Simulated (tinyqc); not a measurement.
Worked calculation: tight binding, honeycomb lattice. One step of it, computed by the program tinyqc.

Problem. Levels at k. Diagonalise the Hermitian matrix.

H(k) at k (eV), order A, B:
$$\begin{pmatrix}
0.412043 & -2.399276-0.054264i \\
-2.399276+0.054264i & -0.411100
\end{pmatrix}$$

Give: eigenvalues; weights |c|^2 of the basis functions.

Solution.

eigenvalues (eV): [-2.4345, 2.4354]

weights |c|^2 of the basis functions, order A, B:
$$\begin{pmatrix}
0.4155 & 0.5845 \\
0.5845 & 0.4155
\end{pmatrix}$$
